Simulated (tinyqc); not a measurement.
Composition and strain of an epitaxial Si(1-x)Ge(x) layer from Raman and X-ray peaks: one step, computed by the program tinyqc.

A (001) layer, biaxially strained in the plane. The Raman peaks follow empirical lines omega = w0 + c1 x + c3 x^3 + b eps (c3 for Si-Ge alone), with eps the in-plane strain.

Question. Lattice constants and strain. Relaxed lattice constant a(x) = a_Si + (a_Ge - a_Si) x - B x (1 - x). In-plane constant a_par = a_sub + R (a(x) - a_sub); eps = a_par/a(x) - 1; eps_perp = -(2 C12/C11) eps with 2 C12/C11 linear in x; a_perp = a(x) (1 + eps_perp).

Inputs (values chosen for the exercise, modelled on silicon-germanium): Ge fraction x = 0.39; degree of relaxation R = 0.66; lattice constant of Si = 5.431 angstrom; lattice constant of Ge = 5.658 angstrom; bowing B = 0.029 angstrom; 2 C12/C11 of Si = 0.775; 2 C12/C11 of Ge = 0.759.

Substrate: silicon.

Give: relaxed constant a(x); substrate constant a_sub; a_par; in-plane strain eps; strain along the normal; a_perp.

Answer.

relaxed constant a(x) = 5.5126 angstrom

substrate constant a_sub = 5.431 angstrom

a_par = 5.4849 angstrom

in-plane strain eps = -5.0347 per mille

strain along the normal = 3.8705 per mille

a_perp = 5.5340 angstrom

The layer is under compression in the plane and is stretched along the normal.
